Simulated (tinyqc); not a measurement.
Kinetic Monte Carlo and master equation for a particle on a ring of sites with traps and bias: one step, computed by the program tinyqc. Command: `OMP_NUM_THREADS=1 python tinyqc.py 3003403 3003404 out.jsonl kmc walk`. One thread of a shared host (Intel(R) Xeon(R) Processor @ 2.30GHz), about 0.07 s of CPU time with the checks.

5 sites on a ring, numbered 1 to 5. The saddle between i and i+1 lies at E0 + s b_i and site i at s eps_i; a force F tilts the landscape, with the saddle half-way.

Task: Rate table. Rates: k(i to i+1) = nu exp(-(E0 + s b_i - s eps_i - F a/2)/(k_B T)), k(i to i-1) = nu exp(-(E0 + s b_(i-1) - s eps_i + F a/2)/(k_B T)). Share right = k right/(k right + k left); mean stay = 1/(k right + k left).

Inputs (values chosen for the exercise, for a model defect):
```
quantity                        value         unit
reference barrier E0             0.66           eV
scale factor s of the disorder      1            -
attempt frequency nu              2.3          THz
temperature T                     510            K
site spacing a                    2.4     angstrom
force F along the ring          0.015  eV/angstrom
```

Disorder: both.

site energies eps_i (eV): -0.041  0  0  0  0

saddle shifts b_i between sites i and i+1 (eV): 0.0069  0.023  0.054  -0.046  -0.0044

Constants: k_B = 8.617333262e-05 eV/K.

Give: Rates, shares of right hops and mean stays.

Result:

Rates, shares of right hops and mean stays:
```
site  k right (1/s)  k left (1/s)  share right  mean stay (s)
1        3.5010e+05    1.9958e+05      0.63692     1.8193e-06
2        6.1695e+05    3.9229e+05      0.61131     9.9085e-07
3        3.0473e+05    2.7196e+05      0.52841     1.7340e-06
4        2.9655e+06    1.3433e+05      0.95667     3.2259e-07
5        1.1508e+06    1.3072e+06      0.46819     4.0682e-07
```

The particle stays longest on site 1, 5.6 times as long as on the quickest site.
